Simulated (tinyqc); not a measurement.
# Read current of a NAND string, cells in series solved by shooting: effect of the position of the selected cell

Cells in series, numbered from 0 at the source line (0 V) to the bit line, each followed by a gap resistance Rg. A cell with gate Vg, threshold VT, source Vs and drain Vd passes I = 2 nf K Vt^2 [F(Vs) - F(Vd)]/(1 + th max(Vg - VT, 0)), F(V) = ln^2(1 + exp((Vg - VT - nf V)/(2 nf Vt))). The selected cell has Vg = Vr, the others Vg = Vp.

For a trial current I start at 0 V and, cell by cell, solve for the drain: sqrt(F(Vd)) = sqrt(F(Vs) - I/k), k = 2 nf K Vt^2/(1 + th max(Vg - VT, 0)), Vd = [Vg - VT - 2 nf Vt ln(exp(sqrt F) - 1)]/nf, then add I Rg. The string current is the I for which the last node reaches Vbl. The apparent threshold is the Vr at which I = Is. Background: all other cells erased (VT = Ve) or all in the highest state (VT = Vh); ratio and shift are high over erased and high minus erased. The string has 128 cells, numbered from the source.

Values chosen for this exercise; values of the order met in vertical NAND strings:
```
symbol  value    unit                                 meaning
T         300       K                             temperature
K          29  uA/V^2                   gain factor of a cell
nf        1.5                                    slope factor
th        0.1     1/V               mobility reduction factor
Rg        1.8    kohm     resistance of the gap between cells
Vbl       0.5       V                        bit-line voltage
Vp        6.9       V                            pass voltage
Ve       -1.9       V             threshold of an erased cell
Vh          3       V          threshold of the highest state
Vx        0.4       V          threshold of the selected cell
Is         50      nA                         sensing current
Vr       2.17       V  read voltage on the selected word line
```

Constants: q = 1.602176634e-19 C, kB = 1.380649e-23 J/K, Vt = kB T/q. Results are converted to the units shown.

Results:

| j | I, others erased (uA) | I, others high (uA) | ratio | apparent VT, erased (V) | apparent VT, high (V) | background shift (mV) |
|---|---|---|---|---|---|---|
| 0 | 0.4060 | 0.2521 | 0.6210 | 0.4331 | 0.4331 | 3.120e-5 |
| 18 | 0.4056 | 0.2520 | 0.6214 | 0.4455 | 0.4522 | 6.720 |
| 36 | 0.4051 | 0.2519 | 0.6218 | 0.4580 | 0.4715 | 13.51 |
| 73 | 0.4040 | 0.2516 | 0.6227 | 0.4837 | 0.5113 | 27.68 |
| 91 | 0.4033 | 0.2514 | 0.6233 | 0.4962 | 0.5309 | 34.68 |
| 109 | 0.4024 | 0.2511 | 0.6240 | 0.5087 | 0.5505 | 41.76 |
| 127 | 0.4014 | 0.2508 | 0.6248 | 0.5212 | 0.5702 | 48.91 |

Estimate the missing row, j = 54.

Computed row:

| j | I, others erased (uA) | I, others high (uA) | ratio | apparent VT, erased (V) | apparent VT, high (V) | background shift (mV) |
|---|---|---|---|---|---|---|
| 54 | 0.4046 | 0.2518 | 0.6222 | 0.4705 | 0.4908 | 20.37 |

With this row back in the table: From the source end to the bit-line end the apparent VT with high neighbours rises from 0.4331 to 0.5702 V and the background shift rises from 3.12e-5 to 48.9 mV. Cells and gaps on the source side raise the source of the selected cell, which costs nf times that voltage in gate drive; those on the drain side only lower its drain voltage.

Numbers from tinyqc (`OMP_NUM_THREADS=1 python tinyqc.py 2142183 2142184 out.jsonl`; about 0.9 s on one thread of a shared Intel Xeon 2.30GHz).
